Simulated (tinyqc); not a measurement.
# Worked calculation: voltage acceleration of oxide breakdown, four models on the same data

Computed by the program tinyqc: `OMP_NUM_THREADS=1 python tinyqc.py 2070053 2070054 out.jsonl`, one thread of a shared Intel Xeon 2.30GHz, about 0.01 s for the whole run. Printed values are rounded.

Field E = V/tox in MV/cm. Models: ln(t63/1 s) = a - c X with X = E (E model), -1/E (1/E model), ln V (power law, c the exponent n) or sqrt(E).

Parameters, values chosen for the exercise: oxide thickness tox = 7.4 nm; use voltage Vu = 4.1 V; stress temperature Ts = 373 K; use temperature Tu = 378 K; activation energy Ea = 0.98 eV; factor for area and percentile ks = 8.5e-5.

Constants: q = 1.602176634e-19 C, kB = 1.380649e-23 J/K. Results are converted to the units shown.

Range of the model: All four laws are empirical fits; none is established far below the stress range.

## Fitting the models

V, stress 0 to 2 (V): [7.14, 8.16, 9.67]
t63, stress 0 to 2 (s): [2.14e5, 540, 0.2685]

The three stress times were made with the power model, c = 44.8, and are treated as data. For each model fit ln t63 on X by least squares over the three points.

c, model E to sqrt E: [3.95575, 501.685, 44.8004, 26.6619]
a, model E to sqrt E: [50.2434, -39.5442, 100.338, 94.9949]
largest misfit in ln t63 (0: below 0.002), model E to sqrt E: [0.331679, 0.339801, 0.000000, 0.167262]

The worst misfit of any model is 0.34 in ln t63, a factor of 1.40 in time, comparable to the scatter of t63 from small samples, so such data hardly tell the models apart.

## Projection to use conditions

Project to Vu, multiply by exp[(Ea q/kB)(1/Tu - 1/Ts)] and by ks; ten years are 3.15576e8 s. The largest voltage for ten years solves the same relation for V.

temperature factor = 0.668115
lifetime, model E to sqrt E (years): [3.60727, 2.54594e10, 23913.4, 180.135]
largest voltage for ten years, model E to sqrt E (V): [3.90926, 5.38896, 4.87752, 4.48646]

The lifetimes span 9.85 decades, from the E model (most cautious) to the 1/E model; the allowed voltage spans 3.91 to 5.39 V. 3 of the four models pass ten years at Vu. Lifetimes beyond a thousand years are formal extrapolations.
